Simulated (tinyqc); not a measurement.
# Out-diffusion of a doped substrate or buried layer into a growing epitaxial film, step by step

A worked calculation. Computed by tinyqc, a small Python program that keeps every step. Command: `OMP_NUM_THREADS=1 python tinyqc.py 3004015 3004016 out.jsonl buried walk`. One thread of a shared host (Intel(R) Xeon(R) Processor @ 2.30GHz), about 0.01 s of CPU time with the checks. Intermediate numbers are printed to about 6 digits and carried at full precision; extremes and crossings named in words are read from the listed rows.

x is counted from the original substrate surface into the film, whose surface moves as x = v t. Substrate dopant has one diffusivity; the dopant of the film is taken as uniform.

Inputs (values chosen for the exercise, modelled on arsenic in silicon):
```
quantity,value,unit
prefactor D0,8.72,cm^2/s
activation energy E,3.99,eV
substrate concentration C_s,3.3e+18,1/cm^3
film doping C_e,1.8e+15,1/cm^3
growth rate v,2.5,um/min
film thickness d,1.5,um
growth temperature T,1000,C
"autodoping level at the start, as a share of C_s",0.0007,-
decay length of autodoping,0.56,um
later thermal budget (Dt)2,2.8e-10,cm^2
```

Film doping: same type as the substrate.

Constants: k_B = 8.617333262e-05 eV/K.

## Scales

D = D0 exp(-E/(k_B T)); growth time t = d/v; l = 2 sqrt(D t); growth number G = v t/l = d/l; 1 um = 1e-4 cm. Temperatures in kelvin are T(C) + 273.15.

diffusivity D = 1.39977e-15 cm^2/s

growth time t = 0.6 min

length l = 0.00448963 um

growth number G = 334.104

The surface outruns diffusion, so the film acts as an infinite medium.

## Moving boundary against the simple erfc

For a surface that grows from dopant-free material and loses none by evaporation, with u = x/l and s = G - u: C/C_s = (1/2) [erfc(u) + (1 + 4 G (G + s)) exp(4 G s) erfc(G + s) - (4G/sqrt(pi)) exp(-u^2)]; for large G it tends to (1/2) erfc(u). Early in the growth G = sqrt(v x_s/(4 D)) for the thickness x_s reached so far; rows give C at the interface (u = 0) and at the surface (u = G).

The first stage of growth:
```
G,C/C_s at the interface,C at the surface (1/cm^3),simple erfc there (1/cm^3),ratio,thickness x_s (nm)
0.10,0.824033,2.61879e+18,1.46444e+18,1.78826,1.34378e-04
0.25,0.679673,1.81213e+18,1.19406e+18,1.51762,8.39864e-04
0.50,0.577186,9.23534e+17,7.91175e+17,1.16729,3.35946e-03
0.75,0.538076,4.34267e+17,4.76593e+17,0.91119,7.55878e-03
1.00,0.520901,1.87407e+17,2.59544e+17,0.72206,1.34378e-02
1.50,0.507942,2.64867e+16,5.59265e+16,0.47360,3.02351e-02
2.00,0.503733,2.52663e+15,7.71826e+15,0.32736,5.37513e-02
2.50,0.502020,1.58867e+14,6.71471e+14,0.23660,8.39864e-02
3.00,0.501207,6.46895e+12,3.64493e+13,0.17748,1.20940e-01
```

At the interface the value falls from 0.824 towards 1/2 as G grows; among these rows it is within 1 % of 1/2 from G = 2 on. At the surface the ratio to the simple erfc goes from 1.788 to 0.177: a fixed wall would double the value, while fresh undoped material dilutes a fast-moving surface. The surface value drops below C_e = 1.8e15 by the row at 0.0840 nm, within the first atomic layers, where the continuum picture is formal; the finished film has G = 334. Caution: rows with a thickness or a length l = x_s/G below about 1 nm are formal for a continuum model.

## Transition width

After growth and the later budget: l2 = 2 sqrt(D t + (Dt)2); C(x) = (C_s/2) erfc(x/l2) + share x C_s exp(-x/decay length) for x > 0 (autodoping taken as unchanged by the later budget). The transition x_t solves C(x) = C_e, where the total doping is twice the intended value. Usable film = d - x_t. Also give x_t for the erfc term alone, after growth and after the later budget.

length l2 = 0.334694 um

x_t after growth, erfc alone = 0.0103683 um

x_t after the later budget, erfc alone = 0.772938 um

x_t with autodoping = 0.797374 um

usable film = 0.702626 um

Solid-state diffusion sets the transition. The later budget is 5600 times that of the growth.

## Profile in the film

Positions are 0.05, 0.2, 0.4, 0.6, 0.8, 1, 1.25 and 1.5 of x_t with autodoping (any beyond the film thickness are formal); net doping = C + C_e.

Concentrations (1/cm^3):
```
x/x_t,x (um),diffusion,autodoping,net doping
0.05,0.03987,1.42926e+18,2.15126e+15,1.43322e+18
0.20,0.15947,8.25678e+17,1.73754e+15,8.29215e+17
0.40,0.31895,2.93303e+17,1.30695e+15,2.96410e+17
0.60,0.47842,7.13211e+16,9.83063e+14,7.41042e+16
0.80,0.63790,1.16011e+16,7.39443e+14,1.41406e+16
1.00,0.79737,1.24380e+15,5.56196e+14,3.60000e+15
1.25,0.99672,4.18534e+13,3.89612e+14,2.23146e+15
1.50,1.19606,7.14528e+11,2.72920e+14,2.07363e+15
```

Checks made by the program: conservation of dopant by the moving-boundary solution (relative difference below 1e-10).
